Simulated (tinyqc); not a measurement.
Inside a calculation. Model: quantum point contact as a saddle point with Zeeman splitting.

Computed by the program tinyqc: `OMP_NUM_THREADS=1 python tinyqc.py 2740131 2740132 out.jsonl`, one thread of a shared Intel Xeon 2.30GHz, about 0.06 s for the whole run. Printed values are rounded.

Potential V0 - m wx^2 x^2/2 + m wy^2 y^2/2; energies are counted from V0. Mode n = 0, 1, ... transmits T_n(E) = 1/(1 + exp(-2 pi (E - E_n)/wx)), E_n = wy (n + 1/2) +/- Ez/2 for the two spins, Ez = gs muB B, muB = q hbar/(2 m0); each spin carries q^2/h.

Parameters, values chosen for the exercise:
- T = 0.5 K (temperature)
- wy = 1.9 meV (transverse quantum hbar wy)
- wx = 1.4 meV (curvature of the barrier hbar wx)
- mu = 2.45 meV (Fermi level above the saddle point)
- gs = 5.3 (size of the g factor)
- B = 1 T (in-plane magnetic field)
- nE = 13 (points of the energy grid)
- xm = 8 (half-range of the grid in kB T)

Constants: q = 1.602176634e-19 C, kB = 1.380649e-23 J/K, hbar = 1.054571817e-34 J s, h = 6.62607015e-34 J s, m0 = 9.1093837015e-31 kg, Vt = kB T/q. Results are converted to the units shown.

Range of the model: Orbital effects of the in-plane field and interactions (such as the 0.7 feature) are left out.

## Transmissions at the Fermi level

At zero temperature g = G/(2 q^2/h) = (1/2) sum T_n(mu); Fano factor sum T_n (1 - T_n)/sum T_n. Modes beyond those listed are in the sums but add less than 1e-4 to g.

```
mode  E_n (meV)       T_n
0-      0.79661  0.999401
1-      2.69661  0.248473
2-      4.59661  0.000065
0+      1.10339  0.997633
1+      3.00339  0.077015
2+      4.90339  0.000017
```

g = 1.1613
G = 89.979 uS
Fano factor = 0.1123

## Thermal average on a coarse grid

g(T) = int g(E) (-df/dE) dE = int g(mu + x kB T) dx/(4 cosh^2(x/2)), g(E) the zero-temperature value at E, g = G/(2 q^2/h). Simpson's rule on nE equally spaced x from -xm to xm.

```
point         x  E (meV)     g(E)    weight
0      -8.00000  2.10531  1.03470  0.000335
1      -6.66667  2.16276  1.04763  0.001269
2      -5.33333  2.22020  1.06304  0.004782
3      -4.00000  2.27765  1.08153  0.017663
4      -2.66667  2.33510  1.10371  0.060748
5      -1.33333  2.39255  1.13015  0.165091
6       0.00000  2.45000  1.16130  0.250000
7       1.33333  2.50745  1.19746  0.165091
8       2.66667  2.56490  1.23868  0.060748
9       4.00000  2.62235  1.28470  0.017663
10      5.33333  2.67980  1.33498  0.004782
11      6.66667  2.73724  1.38870  0.001269
12      8.00000  2.79469  1.44482  0.000335
```

integral of the weight = 0.993322
g(T) = 1.15805
g(T) divided by the integral of the weight = 1.16584

A converged quadrature gives 1.1658; this grid is 0.67 % below that, and its weight integrates to 0.9933 in place of 1.
